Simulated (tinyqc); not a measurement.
FinFET, parasitic resistance, capacitance and delay: one step of the calculation.

Nf fins under one contact; each has gated perimeter p = 2 Hf + Wf and cross-section A = Hf Wf; contact width Wc = Nf pf, stack height Hs = Hf. Contact length Lc = CPP - Lg - 2 Lsp, shared by two neighbouring gates. Source and drain sides are equal. The formulas are first-order estimates, not field solutions.

Problem. Geometry and resistances. Epitaxy sheet resistance Rsh = re/te, transfer length LT = sqrt(rc/Rsh), contact Rc = [sqrt(rc Rsh)/Wc] coth(Lc/(2 LT)); extension of one fin Rx = rx Lsp/A. Effective width N p; for equal currents one side has Rc + Rx/N.

Values chosen for this exercise; values close to those of silicon logic devices:
- Nf = 3 (number of fins)
- Hf = 46 nm (fin height)
- Wf = 7 nm (fin width)
- pf = 30 nm (fin pitch)
- CPP = 42 nm (contacted gate pitch)
- Lg = 14 nm (gate length)
- Lsp = 5 nm (spacer length)
- rc = 5.6e-10 ohm cm^2 (contact resistivity)
- re = 0.00028 ohm cm (resistivity of the source-drain epitaxy)
- te = 30 nm (current-carrying depth of the epitaxy)
- rx = 0.0019 ohm cm (resistivity of the extension)

Wanted: Lc; effective width; Rsh; LT; Rc; Rx; one side times effective width.

Solution.

Lc = 18.00 nm
effective width = 297.0 nm
Rsh = 93.33 ohm
LT = 24.49 nm
Rc = 72.22 ohm
Rx = 295.0 ohm
one side times effective width = 50.66 ohm um

tinyqc, about 0.03 s, one thread, Intel Xeon 2.30GHz (shared host): `OMP_NUM_THREADS=1 python tinyqc.py 2170051 2170052 out.jsonl`
